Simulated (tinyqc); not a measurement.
From results back to parameters: shallow donor in effective-mass theory, with valley-orbit splitting. Four cases, with inputs chosen for the exercise.

Problem. Without strain the levels are A1 = E0 - D0 - 4 D1 - D2, T2 = E0 - D0 + D2 and E = E0 - D0 + 2 D1 - D2. They were computed from hidden D0, D1 and D2.

Find: D1; D2; D0.

Method. E - A1 = 6 D1, T2 - E = 2 D2 - 2 D1, and the mean (A1 + 3 T2 + 2 E)/6 is E0 - D0.

Case 1.

Values chosen (out of a larger set: near those of a group-V donor in Si; not measured data): E0 = -30.3 meV (single-valley level).

A1, T2, E (meV): -71.640  -31.780  -29.040

Solution.

D1 = 7.10 meV
D2 = 5.73 meV
D0 = 7.21 meV

Case 2.

Values chosen (out of a larger set: near those of a group-V donor in Si; not measured data): E0 = -32.3 meV (single-valley level).

A1, T2, E (meV): -46.470  -34.830  -33.570

Solution.

D1 = 2.15 meV
D2 = 1.52 meV
D0 = 4.05 meV

Case 3.

Values chosen (out of a larger set: near those of a group-V donor in Si; not measured data): E0 = -32.1 meV (single-valley level).

A1, T2, E (meV): -46.020  -34.700  -33.600

Solution.

D1 = 2.07 meV
D2 = 1.52 meV
D0 = 4.12 meV

Case 4.

Values chosen (out of a larger set: near those of a group-V donor in Si; not measured data): E0 = -29.5 meV (single-valley level).

A1, T2, E (meV): -51.630  -31.370  -30.090

Solution.

D1 = 3.59 meV
D2 = 2.95 meV
D0 = 4.82 meV

Computed by tinyqc, one run a case: `OMP_NUM_THREADS=1 python tinyqc.py N N+1 out.jsonl` with N = 1251175, 1251189, 1251295, 1251448; one thread of a shared Intel(R) Xeon(R) Processor @ 2.30GHz, about 0.01 s a run at most.
